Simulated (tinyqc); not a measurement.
Coverage against grain size: equilibrium and kinetic segregation of a solute to boundaries and growing surfaces. Computed by tinyqc, a small Python program. Command: `OMP_NUM_THREADS=1 python tinyqc.py 3028246 3028247 out.jsonl segreg walk`. One thread of a shared host (Intel(R) Xeon(R) Processor @ 2.30GHz), about 0.01 s of CPU time with the checks.

Inputs (values chosen for the exercise, modelled on arsenic in polycrystalline silicon):

| quantity | value | unit |
|---|---|---|
| segregation energy Q | 0.426 | eV |
| interaction z w (positive attracts) | 0.085 | eV |
| total solute fraction x0 | 0.00023 | - |
| temperature T | 875 | K |
| boundary thickness delta | 0.4 | nm |

Isotherm: Fowler-Guggenheim.

Constants: k_B = 8.617333262e-05 eV/K.

Method. With theta the solute fraction on boundary sites and x that in the grains, theta/(1 - theta) = [x/(1 - x)] exp[(Q + z w theta)/(k_B T)]. Finite grains: boundary sites are the fraction f = 3 delta/d, and x0 = (1 - f) x + f theta; solve both equations for theta; share at boundaries = f theta/x0.

At T:

| d (nm) | theta | x in the grains | share at boundaries (%) |
|---|---|---|---|
| 15 | 0.002763 | 9.7187e-06 | 96.113 |
| 30 | 0.005303 | 1.8644e-05 | 92.218 |
| 60 | 0.009811 | 3.4476e-05 | 85.310 |
| 120 | 0.017067 | 5.9925e-05 | 74.206 |
| 250 | 0.027744 | 9.7298e-05 | 57.900 |
| 500 | 0.039017 | 1.3669e-04 | 40.714 |
| 1000 | 0.048977 | 1.7143e-04 | 25.553 |
| 5000 | 0.061559 | 2.1528e-04 | 6.424 |

From the largest grains to the smallest the share at boundaries rises from 6.4 to 96 %, and x/x0 falls to 0.042. In the dilute limit x/x0 = 1/(1 - f + f exp(Q/(k_B T))), which gives 0.042 at 15 nm.

Extremes, crossings and ranges named in words are read from the listed rows.
